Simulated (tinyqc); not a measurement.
Changing the contact angle on the substrate theta: capillary instabilities by surface diffusion: grooving and agglomeration of films, edge retraction, wire break-up and smoothing of roughness. Computed by tinyqc, a small Python program. Command: `OMP_NUM_THREADS=1 python tinyqc.py 3003772 3003773 out.jsonl dewet sweep`. One thread of a shared host (Intel(R) Xeon(R) Processor @ 2.30GHz), about 0.01 s of CPU time with the checks.

Isotropic surface energy; shapes change by surface diffusion alone.

Inputs (values chosen for the exercise, for a model film): surface energy gamma_s = 1.94 J/m^2; atomic volume Omega = 11.1 angstrom^3; surface sites nu = 14 1/nm^2; prefactor D0 = 0.00025 m^2/s; activation energy Q = 1.81 eV; temperature T = 900 K; time t = 6800 s; film thickness h = 16 nm.

Constants: k_B = 8.617333262e-05 eV/K; k_B = 1.380649e-23 J/K.

Method. B = D_s nu gamma_s Omega^2/(k_B T), D_s = D0 exp(-Q/(k_B T)). A rim shaped as a circular segment with contact angle theta holds the area h x; its radius r obeys r^2 (theta - sin theta cos theta) = h x. To advance, the edge must carry a strip of the rim height H = r (1 - cos theta) over the rim, driven by the curvature 1/r over the distance r theta (the scaling argument of Brandon and Bradshaw): H dx/dt = B/(theta r^2) gives x^(5/2) = (5/2) B t c^(3/2)/(theta (1 - cos theta) h^(3/2)), c = theta - sin theta cos theta.

One run for each value:
```
contact angle on the substrate theta (degrees)  retraction x (nm)  rim height H (nm)
30.0                                                        191.7              24.65
48.6                                                        246.3              35.83
67.1                                                        282.4              45.55
85.7                                                        303.3              54.06
104.0                                                       310.9              61.18
123.0                                                       307.5              67.15
141.0                                                       296.7              71.29
160.0                                                       281.4              73.75
```

Over the rows, retraction x (nm) goes from 192 through a maximum among these rows, 311 at 104, to 281; rim height H (nm) rises from 24.7 to 73.8 (exponent d ln y / d ln x 0.78 between the first rows and 0.27 between the last).

Extremes, crossings and ranges named in words are read from the listed rows.
